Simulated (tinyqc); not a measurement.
Levels against anisotropy: donor in an ellipsoidal valley (Kohn-Luttinger variational method). Computed by tinyqc, a small Python program. Command: `OMP_NUM_THREADS=1 python tinyqc.py 3011721 3011722 out.jsonl kohnlutt walk`. One thread of a shared host (Intel(R) Xeon(R) Processor @ 2.30GHz), about 0.04 s of CPU time with the checks.

H = -(d^2/dx^2 + d^2/dy^2) - gamma d^2/dz^2 - 2/r in units built on m_t, with gamma = m_t/m_l and z along the valley axis. One valley; no valley-orbit or central-cell term.

Inputs (values chosen for the exercise, for a model semiconductor): transverse mass m_t = 0.194 m_0; longitudinal mass m_l = 0.731 m_0; dielectric constant eps = 10.9.

Constants: Ry = 13.605693123 eV; a_0 = 0.529177210903 angstrom.

Method:
- Ry* = Ry m_t/eps^2, a* = a_0 eps/m_t, gamma = m_t/m_l.
- Trial function exp(-sqrt((x^2 + y^2)/a^2 + z^2/b^2)) with beta = b/a < 1: E = t/a^2 - u/a, t = (2 + gamma/beta^2)/3, u = 2 arcsin(sqrt(1 - beta^2))/sqrt(1 - beta^2); the best a is 2 t/u and E(beta) = -u^2/(4 t).
- The trial energy is minimised over beta by golden section from 0.05 to 0.999, 60 steps.
- Gaussian basis: g = P exp(-al (x^2 + y^2) - be z^2) with P = 1 (s-like), z (2p0) or x (2p+-); al = 0.004 x 2.6^k, k = 0..11, and be/al = 1, gamma^(-1/2) or 1/gamma (36 functions); 1/r = (2/sqrt(pi)) int exp(-t^2 r^2) dt by 48 Gauss-Legendre points after t = sqrt(al_i + al_j) tan(theta); overlap eigenvalues below 1e-10 are dropped.

gamma = 0.265390

Binding energies (Ry*):
```
gamma,"1s, trial","1s, Gaussians",2p0,2p+-
0.066,1.9906,1.9996,0.92748,0.36052
0.130,1.7412,1.7454,0.70945,0.33853
0.270,1.4676,1.4689,0.50898,0.31042
0.400,1.3222,1.3227,0.41769,0.29351
0.420,1.3043,1.3048,0.40718,0.29133
0.650,1.1477,1.1478,0.32114,0.27108
0.880,1.0430,1.0430,0.26973,0.25635
```

What follows from these numbers?

As gamma falls from 0.88 to 0.066, 1s deepens from 1.043 to 2.000 Ry*, on the way from the hydrogen value 1 to the two-dimensional limit 4; 2p+- moves from 0.256 to 0.361 (limits 1/4 and 4/9), while 2p0 climbs from 0.270 to 0.927 and joins 1s as gamma tends to 0. Near gamma = 1 the trial function is almost exact and can pass the Gaussian basis, whose own error is about 3e-5 Ry*.

Extremes, crossings and ranges named in words are read from the listed rows.
